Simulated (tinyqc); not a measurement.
Worked calculation: finite square well with mass mismatch (envelope functions). Values are carried at full precision from step to step, so a last printed digit may differ when a step is redone from the rounded ones.

A square well of width L and depth V0, mass mw inside and mb outside, energies from the bottom of the well, c = hbar^2/2m0. k = sqrt(mw E/c), kappa = sqrt(mb (V0 - E)/c). psi and psi'/m are continuous at the walls (BenDaniel-Duke), so level n solves k L + 2 atan[(k/mw)/(kappa/mb)] = n pi.

Constants: hbar^2/2m0 = 3.80998211 eV angstrom^2.

Values chosen for the exercise (near those of a non-polar GaN well in AlGaN; not measured data):
- L = 35 angstrom (well width)
- V0 = 0.465 eV (barrier height)
- mw = 0.204 m0 (mass in the well)
- mb = 0.237 m0 (mass in the barrier)
- alpha_w = 0.19 1/eV (non-parabolicity in the well)
- alpha_b = 0.17 1/eV (non-parabolicity in the barrier)

## How many levels are bound

At E = V0 the arctangent equals pi/2, so level n is bound if k0 L > (n - 1) pi with k0 = sqrt(mw V0/c). Compare with the infinitely deep well, E1(hard) = c (pi/L)^2/mw.

k0 = 0.15779 1/angstrom
k0 L/pi = 1.7579
number of bound levels = 2
E1(hard) = 0.1505 eV

The count does not depend on mb. One more level binds at L = 39.8 angstrom.

## The lowest level by bisection

f(E) = k L + 2 atan[(k/mw)/(kappa/mb)] - pi rises with E. Twelve halvings of [0, V0]: keep the half in which f changes sign.

Bisection:

| step | low (eV) | high (eV) | midpoint (eV) | k | kappa | f |
|---|---|---|---|---|---|---|
| 1 | 0.00000 | 0.46500 | 0.23250 | 0.11157 | 0.12026 | 2.4092 |
| 2 | 0.00000 | 0.23250 | 0.11625 | 0.07890 | 0.14729 | 0.7330 |
| 3 | 0.00000 | 0.11625 | 0.05813 | 0.05579 | 0.15909 | -0.4153 |
| 4 | 0.05813 | 0.11625 | 0.08719 | 0.06833 | 0.15330 | 0.2053 |
| 5 | 0.05813 | 0.08719 | 0.07266 | 0.06237 | 0.15622 | -0.0900 |
| 6 | 0.07266 | 0.08719 | 0.07992 | 0.06542 | 0.15477 | 0.0609 |
| 7 | 0.07266 | 0.07992 | 0.07629 | 0.06391 | 0.15550 | -0.0137 |
| 8 | 0.07629 | 0.07992 | 0.07811 | 0.06467 | 0.15513 | 0.0238 |
| 9 | 0.07629 | 0.07811 | 0.07720 | 0.06429 | 0.15532 | 0.0051 |
| 10 | 0.07629 | 0.07720 | 0.07674 | 0.06410 | 0.15541 | -0.0043 |
| 11 | 0.07674 | 0.07720 | 0.07697 | 0.06420 | 0.15536 | 0.0004 |
| 12 | 0.07674 | 0.07697 | 0.07686 | 0.06415 | 0.15538 | -0.0019 |

After twelve halvings the bracket is V0/4096 = 0.114 meV wide.

## Bound levels

Solve the condition for each n (six at most). With A = cos(kL/2) for even and sin(kL/2) for odd levels, the probability in the barriers is Pb = (A^2/kappa)/(A^2/kappa + L/2 +/- sin(kL)/(2k)), + for even.

Levels:

| n | parity | E (eV) | k (1/angstrom) | kappa (1/angstrom) | Pb |
|---|---|---|---|---|---|
| 1 | even | 0.0769 | 0.06419 | 0.15537 | 0.0486 |
| 2 | odd | 0.2925 | 0.12514 | 0.10360 | 0.2313 |

The lowest level lies at 51 % of the infinite-well value and decays into the barrier over 1/kappa = 6.4 angstrom.

## Mass in the plane and density of states

To first order in the in-plane energy, 1/m_par = (1 - Pb)/mw + Pb/mb for each subband. Each adds a step D = m_par/(2 pi c) to the density of states per area (spin included, one valley); 1/angstrom^2 = 1e16/cm^2.

Subbands:

| n | m_par (m0) | D (1e13/(eV cm^2)) |
|---|---|---|
| 1 | 0.2054 | 8.580 |
| 2 | 0.2108 | 8.805 |

## Levels with energy-dependent masses

Non-parabolic bands: mw is replaced by mw (1 + alpha_w E) and mb by mb (1 - alpha_b (V0 - E)), in k, kappa and the matching condition alike.

Solve the same condition with the energy-dependent masses, and list the shift from the parabolic levels that exist in both.

Levels:

| n | E (eV) | mass inside | mass outside | shift (meV) |
|---|---|---|---|---|
| 1 | 0.0777 | 0.2070 | 0.2214 | 0.7 |
| 2 | 0.2861 | 0.2151 | 0.2298 | -6.4 |

Level 1 moves by +0.7 meV and level 2 by -6.4 meV. The lighter mass deep in the barrier hardens the wall for low levels; the heavier mass in the well wins higher up.

## Checks

- Lowest level by finite differences (200 cells across the well) against the matching condition, eV: both 0.0769.

tinyqc: `OMP_NUM_THREADS=1 python tinyqc.py 1281835 1281836 out.jsonl`; about 0.01 s, one thread, shared Intel(R) Xeon(R) Processor @ 2.30GHz.
